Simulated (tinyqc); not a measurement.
Admittance spectroscopy of a deep trap: one step of the calculation.

Schottky contact on an n-type layer with shallow donors Nd (all ionised) and a donor-like deep trap, neutral when filled and positive when empty; depletion approximation. Traps within lam of the depletion edge stay filled. The traps at xt = W - lam, where the level crosses the Fermi level, follow a slow signal and not a fast one. w = 2 pi f.

Question. Admittance at the signal frequency. Emission rate en = sn vth(T) Nc(T) exp(-Et/kB T) = sn g T^2 exp(-Et/kB T), g = vth Nc/(300 K)^2, as vth goes as T^0.5 and Nc as T^1.5 (degeneracy factor 1). Inflection frequency w0 = 2 en [1 + Nt xt/(Nd W)]; C = C_HF + (C_LF - C_HF)/(1 + (w/w0)^2), G/w = (C_LF - C_HF)(w/w0)/(1 + (w/w0)^2).

Inputs (values chosen for the exercise); material values close to those of silicon: conduction-band density of states at 300 K Nc = 2.84e19 cm^-3; thermal velocity at 300 K vth = 2.2e7 cm/s; shallow donor density Nd = 3.2e16 cm^-3; depth of the trap below the conduction edge Et = 0.28 eV; capture cross-section sn = 4.2e-16 cm^2; trap density Nt = 1.7e15 cm^-3; signal frequency f = 39000 Hz; temperature T = 237 K.

Constants: q = 1.602176634e-19 C, kB = 1.380649e-23 J/K. Results are converted to the units shown.

W = 157.28833 nm
xt = 79.140959 nm
C_HF = 66.988336 nF/cm^2
C_LF = 68.710441 nF/cm^2

Give: en; w0/(2 pi); C; G/w.

Answer.

en = 1.820e5 1/s
w0/(2 pi) = 5.948e4 Hz
C = 68.19 nF/cm^2
G/w = 0.7897 nF/cm^2

The signal lies near the inflection, where the loss is largest.

Computed by the program tinyqc: `OMP_NUM_THREADS=1 python tinyqc.py 2050060 2050061 out.jsonl`, one thread of a shared Intel Xeon 2.30GHz, about 0.01 s for the whole run.
